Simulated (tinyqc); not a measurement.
# Charge neutrality of a doped semiconductor with incomplete ionisation, step by step

A worked calculation. Computed by tinyqc, a small Python program that keeps every step. Command: `OMP_NUM_THREADS=1 python tinyqc.py 3024949 3024950 out.jsonl dopant walk`. One thread of a shared host (Intel(R) Xeon(R) Processor @ 2.30GHz), about 0.02 s of CPU time with the checks. Intermediate numbers are printed to about 7 digits and carried at full precision; extremes and crossings named in words are read from the listed rows.

Energies are counted from the top of the valence band; E_D is measured down from the conduction band and E_A up from the valence band.

Inputs (values chosen for the exercise, modelled on InAs):
```
quantity                 value   unit
gap at 0 K E_g0          0.425     eV
Varshni alpha         0.000271   eV/K
Varshni beta              89.3      K
electron mass m_e       0.0256    m_0
valleys M_c                  1      -
hole mass m_h            0.397    m_0
donor density N_D      1.1e+13  cm^-3
acceptor density N_A         0  cm^-3
donor depth E_D        0.00155     eV
donor degeneracy g_D         2      -
temperature T              200      K
iteration cap               60      -
```

Doping: n-type. Statistics of the bands: Fermi-Dirac. Solver: Newton steps on the logarithm. Start of Newton steps: intrinsic level E_i.

ratios u of density to N: 0.013  0.053  0.21  0.85  3.4  14  55

Constants: m_0 = 9.1093837015e-31 kg; k_B = 1.380649e-23 J/K; h = 6.62607015e-34 J s; k_B = 8.617333262e-05 eV/K.

## Gap and effective densities of states

E_g = E_g0 - alpha T^2/(T + beta). N_c = 2 M_c (2 pi m_e k_B T/h^2)^(3/2) and N_v = 2 (2 pi m_h k_B T/h^2)^(3/2), masses in units of m_0. n_i = sqrt(N_c N_v) exp(-E_g/(2 k_B T)); E_i = E_g/2 + (k_B T/2) ln(N_v/N_c).

gap E_g = 0.3875302 eV

N_c = 5.594935e+16 cm^-3

N_v = 3.416810e+18 cm^-3

k_B T = 0.01723467 eV

intrinsic density n_i = 5.728511e+12 cm^-3

intrinsic level E_i = 0.2291997 eV

## Charges at trial Fermi levels

n = N_c F_1/2((E_F - E_g)/k_B T), p = N_v F_1/2(-E_F/k_B T). F_1/2(eta) = (2/sqrt(pi)) int_0^infinity sqrt(x)/(1 + exp(x - eta)) dx, by the trapezoid rule in t = sqrt(x) with step 0.02 up to t = 12 (for eta < -12 by exp(eta) - exp(2 eta)/2^(3/2)). N_D+ = N_D/(1 + g_D exp((E_F - E_g + E_D)/k_B T)). Neutrality: p + N_D+ = n + N_A-; the log ratio is ln[(p + N_D+)/(n + N_A-)]. The last column is ln[(p + N_D+)/(n + N_A-)], which vanishes at neutrality; trial levels are the majority level plus multiples of k_B T, rounded to 0.1 meV.

Densities (cm^-3):
```
E_F (eV)             n             p          N_D+  N_A-  log ratio
0.2826    1.268590e+14  2.584725e+11  1.094565e+13     0   -2.42679
0.3343    2.509398e+15  1.287157e+10  1.000262e+13     0   -5.52366
0.3687    1.687262e+16  1.749000e+09  6.344388e+12     0   -7.88560
0.4032    8.304112e+16  2.362806e+08  1.710236e+12     0  -10.79032
0.4377    2.419239e+17  3.192025e+07  2.669397e+11     0  -13.71699
```

The log ratio keeps its sign here: E_F lies below all these trials.

## Solving for the Fermi level

Newton steps from the start named, with the slope from a central difference of 1e-6 eV; the function is the log ratio y = ln[(p + N_D+)/(n + N_A-)]; the bracket -0.3 to E_g + 0.3 eV is narrowed by the sign of y at each step, and a step that would leave it is replaced by its midpoint; stop when |log ratio| < 1e-9.

Course of the iteration:
```
step   E_F (eV)     log ratio
1     0.2291997  1.071548e+00
2     0.2429549  6.462181e-02
3     0.2438906  2.235414e-04
4     0.2438939  2.653837e-09
5     0.2438939  3.264056e-14
```

Fermi level E_F (last iterate) = 0.2438939 eV

converged (1 yes, 0 no) = 1

steps = 5

Converged in 5 steps.

## Densities at the solution

The formulas are those given above.

majority density n = 1.343634e+13 cm^-3

minority density p = 2.442113e+12 cm^-3

ionised share of the donors = 0.9994747

distance of E_F from the majority band edge = 0.1436364 eV

n is 122 % of the net doping; n p / n_i^2 = 0.9999.

## The closed form for the extrinsic range

With Boltzmann statistics, no holes and every acceptor ionised, n (n + N_A) = n1 (N_D - N_A - n) with n1 = (N_c/g_D) exp(-E_D/k_B T). Take the positive root.

n1 = 2.556859e+16 cm^-3

n from the quadratic = 1.099527e+13 cm^-3

Against the full solution, 1.3436e13 cm^-3, the quadratic is off by -18 %, since intrinsic carriers count here.

## Carrier density against temperature

Neutrality is solved by bisection at each T. The last column is -k_B d ln(n T^-3/4)/d(1/T) from this row and the one above; it turns negative as ionisation nears completion, when the density grows more slowly than that power of T.

Against temperature:
```
T (K)     n (cm^-3)  E_F from the band edge (eV)  ionised share  activation energy (eV)
4      2.697674e+12                    0.0014014      0.2452431                       -
6      6.000016e+12                    0.0020027      0.5454560             0.000512152
9      8.832082e+12                    0.0031769      0.8029166             0.000128014
300    7.310289e+14                    0.1277976      0.9850845             0.001428105
```

Between the two coldest rows the activation energy is 5.12e-4 eV, 0.33 of the dopant depth. No row comes within 10 % of the net doping. From 300 K carriers excited across the gap add to it.

## Reduced Fermi level from a carrier density

For u = density/N of the majority band, eta solves F_1/2(eta) = u (bisection). Boltzmann: ln u. Joyce-Dixon: ln u + u/sqrt(8) - 4.95009e-3 u^2 + 1.48386e-4 u^3 - 4.42563e-6 u^4. Degenerate limit: (3 sqrt(pi) u/4)^(2/3). The last column is (eta - ln u) k_B T.

Eta by four rules:
```
u      density (cm^-3)     exact  Boltzmann  Joyce-Dixon  degenerate  Boltzmann error (meV)
0.013     7.273416e+14  -4.33821  -4.342806    -4.338211     0.06684           7.919946e-02
0.053     2.965316e+15  -2.91874  -2.937463    -2.918739     0.17059           3.227096e-01
0.21      1.174936e+16  -1.48662  -1.560648    -1.486618     0.42714           1.275870e+00
0.85      4.755695e+16   0.13451  -0.162519     0.134514     1.08485           5.119261e+00
3.4       1.902278e+17   2.37392   1.223775     2.373875     2.73365           1.982234e+01
14        7.832909e+17   6.90140   2.639057     6.855743     7.02279           7.346003e+01
55        3.077214e+18  17.43774   4.007333    -7.330812    17.48501           2.314686e+02
```

Boltzmann statistics place E_F within 1 meV of the exact value up to u = 0.0530 of those listed and miss by 231 meV at u = 55. Joyce-Dixon stays within 0.01 in eta up to u = 3.40; the degenerate limit is still 0.27 % high at the last u. Past u of about 10 the Joyce-Dixon series fails. A parabolic band is assumed throughout.

Checks made by the program: neutrality at the solution (relative difference below 1e-10).
